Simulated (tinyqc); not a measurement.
## Voltage drop against the resistance from a pad node to the supply

A grid of 17 by 17 nodes with segments Rx (rows) and Ry (columns); every node draws I1 and the central node kh I1; pads with resistance Rp sit at the nodes whose row and column are multiples of the pitch, counting from 0. The drops u = Vdd - V follow from G u = i, with G the conductance matrix and i the load currents, solved directly. Here the pitch is 4.

Parameters, values chosen for the exercise:
- Vdd = 0.8 V (supply voltage)
- Rx = 0.37 ohm (resistance of a horizontal segment)
- Ry = 0.39 ohm (resistance of a vertical segment)
- kh = 3 (factor on the load at the hot node)
- I1 = 0.55 mA (load current of a node in the large grid)

Voltage drop against the resistance from a pad node to the supply:
columns A: Rp (ohm); B: pads; C: worst drop (mV); D: mean drop (mV); E: largest drop at a pad (mV); F: largest pad current (mA); G: worst drop over Vdd (%)
```
A       B       C        D        E       F        G
0.018  25  1.2383  0.90789  0.17313  9.6182  0.15479
0.035  25  1.3744   1.0239  0.33191  9.4831  0.17180
0.07   25  1.6480   1.2610  0.64665  9.2379  0.20600
0.14   25  2.1747   1.7299   1.2389  8.8492  0.27184
0.28   25  3.1779   2.6549   2.3309  8.3247  0.39724
0.56   25  5.0895   4.4798   4.3402  7.7503  0.63619
1.1    25  8.6546   7.9657   7.9850  7.2591   1.0818
```

The worst drop rises from 1.24 to 8.65 mV and the mean drop rises from 0.908 to 7.97 mV. The worst drop goes as Rp^(0.16) between the first two rows and Rp^(0.79) between the last two. The central node is itself a pad.

Numbers from tinyqc (`OMP_NUM_THREADS=1 python tinyqc.py 2770133 2770134 out.jsonl`; about 0.09 s on one thread of a shared Intel Xeon 2.30GHz).
